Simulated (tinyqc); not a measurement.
Bond-orbital model of a tetrahedral semiconductor (Harrison's universal couplings): one step. Metallicity and a gap from the bond picture. Three cases, with inputs chosen for the exercise.

Task: Neighbouring bonds couple through V1: averaged V1b = V1c (1 - ap)/2 + V1a (1 + ap)/2 for the bond band and V1x = V1c (1 + ap)/2 + V1a (1 - ap)/2 for the antibond band. The top of the bond band lies V1b above the bond level and the bottom of the antibond band 3 V1x below the antibond level, so the gap is 2 sqrt(V2^2 + V3^2) - V1b - 3 V1x; metallicity am = (V1b + 3 V1x)/(2 sqrt(V2^2 + V3^2)).

Hybrid level eh = (es + 3 ep)/4; metallic energy V1 = (ep - es)/4 for each atom; covalent energy V2 = 3.22 hbar^2/(m d^2); polar energy V3 = (ehc - eha)/2; hbar^2/m = 2c, c = hbar^2/2m0. Polarity ap = V3/sqrt(V2^2 + V3^2), covalency ac = V2/sqrt(V2^2 + V3^2). p-p coupling at Gamma Exx = (4/3)(2.22 - 2 x 0.63) hbar^2/(m d^2) = 1.28 hbar^2/(m d^2), s-s coupling Ess = 4 x 1.32 hbar^2/(m d^2).

Case 1.

V1 (eV): cation 1.190000, anion 2.430000

V2, V3 (eV): 3.803132  2.715000

ap = 0.581022

Case 2.

V1 (eV): cation 1.267500, anion 3.145000

V2, V3 (eV): 6.868868  5.073750

ap = 0.594146

Case 3.

V1 (eV): cation 1.770000, anion 1.770000

V2, V3 (eV): 4.481022  0.000000

ap = 0.000000

Give: V1b, V1x; gap; am.

Result:

Case 1.

V1b, V1x (eV): 2.1702  1.4498

gap = 2.826 eV
am = 0.698

Case 2.

V1b, V1x (eV): 2.7640  1.6485

gap = 9.370 eV
am = 0.451

Case 3.

V1b, V1x (eV): 1.7700  1.7700

gap = 1.882 eV
am = 0.790

The gap closes where am reaches one. The model gives trends; its gap can miss the real one by a factor of two to five, most in ratio for narrow gaps and most in eV for first-row compounds.

Computed by tinyqc, one run a case: `OMP_NUM_THREADS=1 python tinyqc.py N N+1 out.jsonl` with N = 1450803, 1450807, 1450829; one thread of a shared Intel(R) Xeon(R) Processor @ 2.30GHz, about 0.01 s a run at most.
